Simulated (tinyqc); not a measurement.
Changing the time as a fraction of L^2/kappa, s: electromigration in a confined line: Blech product, Korhonen stress evolution and Black's law. Computed by tinyqc, a small Python program. Command: `OMP_NUM_THREADS=1 python tinyqc.py 3009359 3009360 out.jsonl emigr sweep`. One thread of a shared host (Intel(R) Xeon(R) Processor @ 2.30GHz), about 0.01 s of CPU time with the checks.

The electron wind pushes atoms from the cathode (x = 0) to the anode (x = L); blocking ends build a back stress (tension positive). The input rho is taken not to change with temperature. d sigma/dt = d/dx [kappa (d sigma/dx + G)], with zero flux at both ends and sigma = sigma_0 at t = 0.

Inputs (values chosen for the exercise, close to those used for copper lines):

| quantity | value | unit |
|---|---|---|
| resistivity rho | 2.28 | micro-ohm cm |
| atomic volume Omega | 11.8 | angstrom^3 |
| effective charge number Z* | 1.8 | - |
| prefactor D0 | 5.4e-08 | m^2/s |
| activation energy E | 0.904 | eV |
| effective modulus B | 26 | GPa |
| critical stress sigma_c | 180 | MPa |
| initial stress sigma_0 | 44 | MPa |
| current density j | 2.6 | MA/cm^2 |
| line length L | 28 | um |
| test temperature T | 220 | C |

Start: thermal stress.

Constants: e = 1.602176634e-19 C; k_B = 8.617333262e-05 eV/K; k_B = 1.380649e-23 J/K.

Method:
- G = Z* e rho j/Omega; D = D0 exp(-E/(k_B T)); kappa = D B Omega/(k_B T); drift velocity of an unconfined line v = D Z* e rho j/(k_B T). SI: 1 micro-ohm cm = 1e-8 ohm m, 1 MA/cm^2 = 1e10 A/m^2.
- Temperatures in kelvin are T(C) + 273.15.
- At steady state sigma(x) = sigma_0 + G (L/2 - x). A void forms only if the cathode stress reaches sigma_c, that is if j L exceeds (j L)_c = 2 Omega (sigma_c - sigma_0)/(Z* e rho). Time scale tau = L^2/kappa.
- sigma(x, t) = sigma_0 + G L [1/2 - x/L - 4 sum_(m odd) cos(m pi x/L) exp(-m^2 pi^2 s)/(m pi)^2], s = t/tau, summed to m = 399.
- The terms at x = 0 are 4 exp(-m^2 pi^2 s)/(m pi)^2; tau = L^2/kappa.

One run for each value:

| time as a fraction of L^2/kappa, s | cathode stress at time s (MPa) | time t (h) |
|---|---|---|
| 0.002 | 64.5 | 3.100e-01 |
| 0.0043 | 74.0 | 6.665e-01 |
| 0.0095 | 88.6 | 1.472e+00 |
| 0.021 | 110.3 | 3.255e+00 |
| 0.045 | 141.0 | 6.975e+00 |
| 0.097 | 183.7 | 1.503e+01 |
| 0.21 | 226.1 | 3.255e+01 |
| 0.46 | 245.1 | 7.130e+01 |
| 1 | 246.8 | 1.550e+02 |

What does the table show, and why?

Over the rows, cathode stress at time s (MPa) rises from 64.5 to 247 (exponent d ln y / d ln x 0.18 between the first rows and 0.0091 between the last); time t (h) rises from 0.310 to 155 (exponent d ln y / d ln x about 1.0 throughout). The part added by the current grows as 2 G L sqrt(s/pi) at first and levels off at G L/2 once s passes about 0.3.

Caution (rows 0.0970, 0.210, 0.460, 1.00): the stress exceeds sigma_c: a void would already have formed and relaxed it, so the value is formal.
